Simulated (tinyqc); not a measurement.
Weaire-Thorpe hybrids on a Bethe lattice: gap and dangling bond of an amorphous tetrahedral solid: one step. Densities at that energy. Four cases, with inputs chosen for the exercise.

Problem. With z = E + i eta, b = z - V1 - S: full atom G = (b + 3 V1)/(b (b + 4 V1)); g = S/V2^2; dangling hybrid 1/(1/g - dh); densities -Im G/pi.

Four sp3 hybrids an atom at energy 0, coupled by -V1 on the atom and by -V2 along a bond; the bonds form a tree (no rings). For any network the gap runs at least from -V2 + V1 to V2 - 3 V1, and p-like states pile up at -V2 + V1 and V2 + V1. On the tree the gap is wider: it ends at Ec = -V1 + sqrt(V2^2 + 4 V1^2 - 2 sqrt3 V1 V2), which makes it well wider than the gaps of the real glasses. A branch seen from a hybrid has the self-energy S = V2^2 g, where g is the Green function of the hybrid across the bond, whose three partners carry S themselves. With a = z - V1, b = a - S: g = 1/(a + V1 b/(b + 3 V1)), z = E + i eta. A full atom has G = (1/b)(b + 3 V1)/(b + 4 V1) per hybrid; a dangling hybrid with shift dh has G = 1/(1/g - dh).

Case 1.

Values chosen (of the size of tabulated hybrid energies for tetrahedral carbon; the results hold for these values, not for the real material): V1 = 2.14 eV (coupling of two hybrids on one atom); V2 = 10.72 eV (coupling of the two hybrids of a bond); E = -8 eV (energy); eta = 0.03 eV (broadening); dh = -0.4 eV (shift of the dangling hybrid (rehybridisation)).

S = -11.862831-0.059427i eV

Case 2.

Values chosen (of the size of tabulated hybrid energies for amorphous silicon; the results hold for these values, not for the real material): V1 = 1.76 eV (coupling of two hybrids on one atom); V2 = 4.6 eV (coupling of the two hybrids of a bond); E = -3.92 eV (energy); eta = 0.05 eV (broadening); dh = -0.24 eV (shift of the dangling hybrid (rehybridisation)).

S = -2.601824-0.119697i eV

Case 3.

Values chosen (of the size of tabulated hybrid energies for tetrahedral carbon; the results hold for these values, not for the real material): V1 = 2.01 eV (coupling of two hybrids on one atom); V2 = 10.48 eV (coupling of the two hybrids of a bond); E = -2.97 eV (energy); eta = 0.02 eV (broadening); dh = -1.03 eV (shift of the dangling hybrid (rehybridisation)).

S = -33.023284-0.223874i eV

Case 4.

Values chosen (of the size of tabulated hybrid energies for amorphous silicon; the results hold for these values, not for the real material): V1 = 1.71 eV (coupling of two hybrids on one atom); V2 = 4.33 eV (coupling of the two hybrids of a bond); E = -0.24 eV (energy); eta = 0.02 eV (broadening); dh = 0.09 eV (shift of the dangling hybrid (rehybridisation)).

S = -43.743921-3.477226i eV

Give: G; densities.

Solution.

Case 1.

G (1/eV): (bulk) 0.4585-0.0227i, (dangling with dh = 0) -0.1032-0.0005i, (dangling with dh) -0.1077-0.0006i
densities (1/eV): (bulk) 0.0072, (dangling with dh = 0) 0.0002, (dangling with dh) 0.0002

Case 2.

G (1/eV): (bulk) -0.1799-0.0161i, (dangling with dh = 0) -0.1230-0.0057i, (dangling with dh) -0.1267-0.0060i
densities (1/eV): (bulk) 0.0051, (dangling with dh = 0) 0.0018, (dangling with dh) 0.0019

Case 3.

G (1/eV): (bulk) 0.0337-0.0003i, (dangling with dh = 0) -0.3007-0.0020i, (dangling with dh) -0.4356-0.0043i
densities (1/eV): (bulk) 0.0001, (dangling with dh = 0) 0.0006, (dangling with dh) 0.0014

Case 4.

G (1/eV): (bulk) 0.0229-0.0019i, (dangling with dh = 0) -2.3331-0.1855i, (dangling with dh) -1.9300-0.1267i
densities (1/eV): (bulk) 0.0006, (dangling with dh = 0) 0.0590, (dangling with dh) 0.0403

Computed by tinyqc, one run a case: `OMP_NUM_THREADS=1 python tinyqc.py N N+1 out.jsonl` with N = 1451370, 1451969, 1452114, 1452586; one thread of a shared Intel(R) Xeon(R) Processor @ 2.30GHz, about 0.03 s a run at most.
